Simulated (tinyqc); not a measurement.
CMOS inverter, nodal equation and switching: one step of the calculation.

An n-channel pull-down (bn, VTn) and a p-channel pull-up (bp, VTp) share the input Vin and the output node Vout, which carries the load C. Transistor (EKV form, voltages against the body): I = 2 n b Vt^2 [F(vp - Vs) - F(vp - Vd)] from drain to source, F(v) = ln^2(1 + exp(v/(2 Vt))), vp = (Vg - VT + sg |Vd - Vs|)/n. n-channel bodies are at 0; for the p-channel device all voltages are counted down from Vdd. b in uA/V^2 gives I in uA. Static: In = Ip. Transient: C dVout/dt = Ip - In. No velocity saturation, no gate capacitance beyond C.

Question. Output voltage by Newton steps. f = In - Ip at (Vin, Vout); G = df/dVout by a central difference with +/- 1e-6 V; Vout(new) = Vout - f/G.

Inputs (values chosen for the exercise): temperature T = 350 K; supply voltage Vdd = 1 V; slope factor n = 1.4; drain-induced barrier lowering sg = 0.085; n-channel threshold VTn = 0.29 V; p-channel threshold (magnitude) VTp = 0.38 V; gain factor of the pull-down transistor bn = 650 uA/V^2; gain factor of the pull-up transistor bp = 320 uA/V^2; input voltage Vin = 0.67 V.

Constants: q = 1.602176634e-19 C, kB = 1.380649e-23 J/K, Vt = kB T/q. Results are converted to the units shown.

Vout after iteration 1 = -1.9008375 V

Find: In; Ip; G; Vout after iteration 2.

Answer.

In = -2313.1 uA
Ip = 4.7762 uA
G = 2190.5 uS
Vout after iteration 2 = -0.84267 V

The value that enters this step is an overshoot, farther from the solution than the start was, so its intermediate quantities are not physical.

Numbers from tinyqc (`OMP_NUM_THREADS=1 python tinyqc.py 2340134 2340135 out.jsonl`; about 0.04 s on one thread of a shared Intel Xeon 2.30GHz).
